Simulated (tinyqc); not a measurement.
Double-gate transistor below threshold, two-dimensional Poisson equation on a small mesh: one step of the calculation.

Half of a symmetric double-gate structure: row 0 is the mid-plane of the body, where the normal field vanishes. Mobile charge is neglected (subthreshold), the body is fully depleted, and potentials are counted from the intrinsic level; rows run upward to the gate, columns from source to drain.

Task. Over-relaxation sweep (omega = 1.2). Free nodes: rows 0..2, columns 1..4, taken row by row from row 0, left to right. t = (up psi(above) + dn psi(below) + lat [psi(left) + psi(right)] + s)/(up + dn + 2 lat), with the newest neighbours; psi(new) = psi + 1.2 (t - psi).

psi at the start (fixed values on the edges, free nodes at the gate value) (V):
```
             j=0        j=1        j=2        j=3        j=4        j=5
row 0  0.5400000  0.0600000  0.0600000  0.0600000  0.0600000  1.2400000
row 1  0.5400000  0.0600000  0.0600000  0.0600000  0.0600000  1.2400000
row 2  0.5400000  0.0600000  0.0600000  0.0600000  0.0600000  1.2400000
row 3  0.0600000  0.0600000  0.0600000  0.0600000  0.0600000  0.0600000
```

```
row     up     dn        lat  s (V)
0    31.59      0  2.1666667      0
1    31.59  31.59  4.3333333      0
2       30  31.59  12.583333      0
```

Find: psi after iteration 1.

Result.

psi after iteration 1 (V):
```
         j=0    j=1    j=2    j=3    j=4    j=5
row 0  0.540  0.095  0.063  0.060  0.145  1.240
row 1  0.540  0.113  0.065  0.060  0.191  1.240
row 2  0.540  0.167  0.081  0.064  0.323  1.240
row 3  0.060  0.060  0.060  0.060  0.060  0.060
```

Computed by the program tinyqc: `OMP_NUM_THREADS=1 python tinyqc.py 2480115 2480116 out.jsonl`, one thread of a shared Intel Xeon 2.30GHz, about 0.1 s for the whole run.
